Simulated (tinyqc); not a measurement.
Heavy doping: band filling, gap narrowing, band tails and the effective intrinsic density: one step, computed by the program tinyqc.

An n-type crystal above its Mott density, with all dopants ionised: n = N_D - N_A, ionised centres N_I = N_D + N_A. Valleys are taken as spherical with mass m_e.

Question. Scales. n = N_D (1 - ratio); Ry* = Ry m_e/eps^2, a* = a_0 eps/m_e; r_s = (3/(4 pi n))^(1/3)/a*; k_F = (3 pi^2 n/M_c)^(1/3); Mott density (0.26/a*)^3.

Inputs (values chosen for the exercise, for a model semiconductor): electron mass m_e = 0.0579 m_0; valleys M_c = 1; dielectric constant eps = 16.4; donor density N_D = 4.8e+18 cm^-3; compensation ratio N_A/N_D = 0.5.

Conduction band: non-parabolic (Kane).

Constants: a_0 = 0.529177210903 angstrom; Ry = 13.605693123 eV.

Give: n; Ry*; a*; r_s; k_F; Mott density.

Answer.

n = 2.40e+18 cm^-3

Ry* = 2.9289 meV

a* = 149.89 angstrom

r_s = 0.30912

k_F = 0.041420 1/angstrom

Mott density = 5.2194e+15 cm^-3
